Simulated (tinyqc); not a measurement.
Inside a calculation. Method: tight binding, dimerised chain. One step of it, computed by the program tinyqc.

Question. Bloch Hamiltonian at X. H_AA = +delta, H_BB = -delta, H_AB = -t1 - t2 exp(-i k a).

Parameters chosen for this model:
```
parameter,value,unit
t1,0.870000,"eV, inside the cell"
t2,0.850000,"eV, between cells"
delta,0.390000,"eV, +/- on the two sites"
```

k point X (2 pi / a): 0.500000

Give: H(k) at X.

Answer.

H(k) at X (eV):
```
,A,B
A,0.3900,-0.0200
B,-0.0200,-0.3900
```
